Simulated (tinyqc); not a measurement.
Band bending at a free surface with a continuum of surface states, surface photovoltage and Kelvin probe: pinning by the surface states.

n-type bulk, xi = Ec - EF = Vt ln(Nc/Nd), p0 = ni^2/Nd, ni = sqrt(Nc Nv) exp(-Eg/(2 Vt)), Eg in volts. b is the upward band bending, u = b/Vt. Space charge per area, in units of q: Qc = sign(b) sqrt((2 eps0 eps_r Vt/q) [(Nd + dn)(exp(-u) - 1) + Nd u + (p0 + dn)(exp(u) - 1)]), with dn the excess density under light (flat quasi-Fermi levels; 0 in the dark). The states hold -Ds (E0 - xi - b): negative while the Fermi level lies above the neutrality level. Neutrality: Qc + Qf + (charge of the states) = 0.

b solves the neutrality condition in the dark.

Inputs (values chosen for the exercise); band and dielectric values close to those of gallium nitride: temperature T = 300 K; band gap Eg = 3.39 eV; relative permittivity eps_r = 9.51; conduction-band density of states at T Nc = 2.33e18 cm^-3; valence-band density of states at T Nv = 4.61e19 cm^-3; donor density Nd = 4.6e16 cm^-3; fixed positive charge at the surface Qf = 0 cm^-2; depth of their neutrality level below the conduction edge E0 = 0.48 eV.

Constants: q = 1.602176634e-19 C, kB = 1.380649e-23 J/K, Vt = kB T/q, eps0 = 8.8541878128e-14 F/cm where lengths are in cm. Results are converted to the units shown.

Results:
```
Ds (cm^-2 eV^-1)     b (V)  xi + b (eV)  Qc (cm^-2)
2.4e10            0.003004       0.1045     9.013e9
6.7e10            0.008553       0.1100    2.479e10
1.8e11             0.02409       0.1256    6.380e10
5.1e11             0.07421       0.1757    1.552e11
1.4e12              0.1822       0.2836    2.749e11
1.1e13              0.3429       0.4444    3.916e11
2.9e13              0.3646       0.4660    4.047e11
8.1e13              0.3735       0.4749    4.100e11
```

Estimate the missing row, Ds = 3.9e12 cm^-2 eV^-1.

Computed row:
```
Ds (cm^-2 eV^-1)   b (V)  xi + b (eV)  Qc (cm^-2)
3.9e12            0.2874       0.3888    3.556e11
```

With this row back in the table: b rises from 0.00300 to 0.373 V. The Fermi level moves towards E0 = 0.48 eV and is within 5.06 meV of it in the last row; it is half-way there at the Ds that solves Ds b = Qc(b) + Qf with b = (E0 - xi)/2, 1.49e12 cm^-2 eV^-1.

Numbers from tinyqc (`OMP_NUM_THREADS=1 python tinyqc.py 2430145 2430146 out.jsonl`; about 0.01 s on one thread of a shared Intel Xeon 2.30GHz).
